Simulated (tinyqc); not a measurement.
Fully depleted semiconductor-on-insulator film with two gates, non-linear Poisson equation by Newton steps: two steps of the calculation.

One dimension across the film, front interface at x = 0, back interface at x = ts. psi is counted from the intrinsic level, n = ni exp(psi/Vt) (source grounded), holes neglected, acceptors ionised. Gates act through Cox = eps0 eox/tox and Cbox = 3.9 eps0/tb with potentials G1 = Vg - (phiM - chi - Vt ln(Nc/ni)) and G2 = Vb - (phiB - chi - Vt ln(Nc/ni)). Classical Boltzmann densities, no interface charge, no depletion in the back plane.

Values chosen for this exercise; band and dielectric values close to those of germanium:
- T = 300 K (temperature)
- tox = 1.3 nm (insulator thickness)
- ts = 7.8 nm (film thickness)
- tb = 8.9 nm (buried-oxide thickness (eps_r 3.9))

Constants: q = 1.602176634e-19 C, kB = 1.380649e-23 J/K, Vt = kB T/q. Results are converted to the units shown.

Problem 1. Newton step. Solve a d_(i-1) + b_i d_i + a d_(i+1) = -F_i for all nodes. If the largest |d| exceeds 4 Vt, the whole step is scaled down so that it equals 4 Vt.

a = 17.935406 uF/cm^2

```
node  diagonal b (F/cm^2)  residual F (C/cm^2)  psi after iteration 1 (V)
0           -2.0592380e-5       -4.5981874e-12                 0.12469802
1           -3.5872411e-5       -1.1878799e-11                 0.12748236
2           -3.5872593e-5       -1.5052522e-11                 0.13027600
3           -3.5872797e-5       -1.8777911e-11                 0.13307903
4           -3.5873025e-5       -2.3122932e-11                 0.13589154
5           -3.5873281e-5       -2.8164143e-11                 0.13871362
6           -3.5873566e-5       -3.3987812e-11                 0.14154535
7           -3.5873886e-5       -4.0691189e-11                 0.14438682
8           -3.5874245e-5       -4.8383953e-11                 0.14723811
9           -3.5874647e-5       -5.7189851e-11                 0.15009932
10          -1.8325541e-5       -3.3624280e-11                 0.15297054
```

Find: Newton step d, before damping; psi after iteration 2.

Solution 1.

```
node  Newton step d, before damping (1e-4 V)  psi after iteration 2 (V)
0                                    -0.9255                    0.12461
1                                    -1.0600                    0.12738
2                                    -1.1881                    0.13016
3                                    -1.3078                    0.13295
4                                    -1.4172                    0.13575
5                                    -1.5139                    0.13856
6                                    -1.5951                    0.14139
7                                    -1.6576                    0.14422
8                                    -1.6977                    0.14707
9                                    -1.7111                    0.14993
10                                   -1.6931                    0.15280
```

Problem 2. Electron sheet density, centroid and oxide fields. n_i = ni exp(psi_i/Vt); N_inv = sum w_i n_i with w = ts/10, halved at the ends; centroid sum w n x/N_inv; fields (G1 - psi_0)/tox and (G2 - psi_10)/tb.

converged psi, node 0 to 10 (V): 0.12460547  0.12737635  0.13015719  0.13294825  0.13574982  0.13856222  0.14138583  0.14422105  0.14706834  0.14992820  0.15280122
ni = 2.3868838e13 cm^-3
G1 = 0.10592895 V
G2 = 0.28592895 V

Wanted: n; N_inv; centroid; field in the front oxide; field in the buried oxide.

Solution 2.

n, node 0 to 10 (cm^-3): 2.959e15  3.294e15  3.668e15  4.086e15  4.553e15  5.077e15  5.663e15  6.319e15  7.055e15  7.880e15  8.806e15
N_inv = 4.171e9 cm^-2
centroid = 4.610 nm
field in the front oxide = -0.1437 MV/cm
field in the buried oxide = 0.1496 MV/cm

The centroid lies at 0.59 of the film, so the electrons fill the film, with n at the back 2.98 times that at the front.

Range of the model: In so thin a film or at such density quantum confinement moves the charge away from the interfaces and raises the threshold.

Program tinyqc, `OMP_NUM_THREADS=1 python tinyqc.py 2190120 2190121 out.jsonl`; Intel Xeon 2.30GHz, shared host, one thread, about 0.7 s.
